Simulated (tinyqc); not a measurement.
Capacitance of parallel on-chip lines from Laplace's equation on a mesh: one step of the calculation.

Cross-section of an endless row of equal lines between two grounded planes; neighbours are driven in antiphase (+1 V and -1 V), so the plane midway between two lines is at 0 V. By symmetry one quarter is solved: x runs from the centre of a line (column 0, mirror) to that midplane (column 3, 0 V), y from the mid-height of the line (row 0, mirror) to the ground plane (row 3, 0 V). The line fills columns 0 to 1 and rows 0 to 1 at 1 V. Cells beside the line (below row 1) have e2, cells above have e1. Each link between nodes has the conductance g = mean permittivity of the two cells beside it (a cell beyond a mirror counts as 0), and the free nodes obey sum g (V_neighbour - V) = 0.

Task. Relaxation sweep. One sweep visits the free nodes row by row from row 0, left to right, and replaces V by V + om (weighted mean of the neighbours - V), using new values at once.

Inputs (values chosen for the exercise):
```
symbol  value  unit                 meaning
om          1        over-relaxation factor
```

V at the start (V):
```
	col 0	col 1	col 2	col 3
row 0	1	1	0	0
row 1	1	1	0	0
row 2	0	0	0	0
row 3	0	0	0	0
```

gx:
```
	col 0	col 1	col 2
row 0	1.2	1.2	1.2
row 1	3.15	3.15	3.15
row 2	3.9	3.9	3.9
row 3	1.95	1.95	1.95
```

gy:
```
	col 0	col 1	col 2	col 3
row 0	1.2	2.4	2.4	1.2
row 1	1.95	3.9	3.9	1.95
row 2	1.95	3.9	3.9	1.95
```

Find: V after sweep 1.

Result.

V after sweep 1 (V):
```
	col 0	col 1	col 2	col 3
row 0	1.0000	1.0000	0.2500	0.0000
row 1	1.0000	1.0000	0.2976	0.0000
row 2	0.2500	0.3125	0.1525	0.0000
row 3	0.0000	0.0000	0.0000	0.0000
```

tinyqc, about 0.7 s, one thread, Intel Xeon 2.30GHz (shared host): `OMP_NUM_THREADS=1 python tinyqc.py 2790177 2790178 out.jsonl`
